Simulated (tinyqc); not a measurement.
Longitudinal sound in a periodic multilayer: transfer matrices, stop bands and folded phonons: one step, computed by the program tinyqc.

Layers 1 and 2 repeat with period d = d_1 + d_2; waves travel normal to the layers, without loss. State vector (u, s): displacement u and stress divided by omega. Impedances Z = rho v are in 1e6 kg/(m^2 s).

Task: Transmission through N periods. A layer maps (u, s) by [[cos p, sin p/Z], [-Z sin p, cos p]], p = 2 pi f d_i/v_i; one period is M = M_2 M_1, and cos(q d) = trace(M)/2. For N periods A = M^N. A wave comes from a thick layer of material 1 and leaves into the substrate (Z_s): transmitted power T = 4 Z_1 Z_s/|Z_1 A_22 + Z_s A_11 - i (Z_1 Z_s A_12 - A_21)|^2, reflected power R = 1 - T.

Inputs (values chosen for the exercise, modelled on silica (layer 1), silicon nitride (layer 2) and gallium arsenide (substrate)):
```
quantity,value,unit
velocity v_1,5890,m/s
thickness d_1,7.55,nm
velocity v_2,9910,m/s
thickness d_2,12.6,nm
periods N,3,-
frequency f,275,GHz
```

M:
```
,1,2
1,0.07837157,-0.05248694
2,20.81951,-1.183495
```

Z_2 = 30.4237

Z_1 = 12.8402

Z of the substrate = 25.704

Give: A = M^N; transmitted power T; T in decibel.

Result:

A = M^N:
```
,1,2
1,1.1225,-0.011615
2,4.6073,0.84322
```

transmitted power T = 0.80221

T in decibel = -0.95710 dB
